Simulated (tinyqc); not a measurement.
Biaxially strained (001) channel, valley splitting in an inversion layer: two steps of the calculation.

A thin layer grown on a relaxed buffer is stretched in the plane. The two valleys with their long axis along the growth direction (D2) sink against the four in-plane ones (D4); confinement in a triangular well splits them too. Only the lowest subband of each set is kept; one relaxation time, so the weakening of intervalley scattering is left out.

Values chosen for this exercise; values close to those of silicon on relaxed silicon-germanium:
- T = 350 K (temperature)
- x = 0.16 (germanium share of the relaxed buffer)
- b1 = 0.0418 (lattice mismatch per unit x)
- c11 = 163 GPa (elastic constant)
- c12 = 65.9 GPa (elastic constant)
- Xu = 8.96 eV (shear deformation potential)
- ml = 0.916 m0 (longitudinal mass)
- mt = 0.195 m0 (transverse mass)
- F = 0.36 MV/cm (confining field)
- bv = 0.384 nm (Burgers vector)

Constants: q = 1.602176634e-19 C, kB = 1.380649e-23 J/K, hbar = 1.054571817e-34 J s, m0 = 9.1093837015e-31 kg, hbar^2/(2 m0) = 0.0380998212 eV nm^2. Results are converted to the units shown.

Question 1. Subband edges and densities of states. Levels E(m) = 2.33811 (hbar^2 q^2 F^2/(2 m))^(1/3): E2 = E(ml), E4 = E(mt) + D; N2 = 2 mt kB T/(pi hbar^2), N4 = 4 sqrt(mt ml) kB T/(pi hbar^2).

D = 108.37875 meV

Give: E2; E4; N2; N4.

Answer 1.

E2 = 0.088323 eV
E4 = 0.25630 eV
N2 = 4.9136e12 cm^-2
N4 = 2.1299e13 cm^-2

Of the gap E4 - E2 = 168 meV, confinement gives 59.6 meV.

Question 2. Critical thickness by substitution. Critical thickness (Matthews-Blakeslee, 60-degree dislocations): h = bv (1 - nu/4)[ln(h/bv) + 1]/(4 pi e_par (1 + nu)), nu = c12/(c11 + c12). The right side gives h(new); e_par = b1 x.

h after iteration 1 = 8.7255279 nm

Wanted: h after iteration 2.

Answer 2.

h after iteration 2 = 13.575 nm

tinyqc, about 0.01 s, one thread, Intel Xeon 2.30GHz (shared host): `OMP_NUM_THREADS=1 python tinyqc.py 2530006 2530007 out.jsonl`
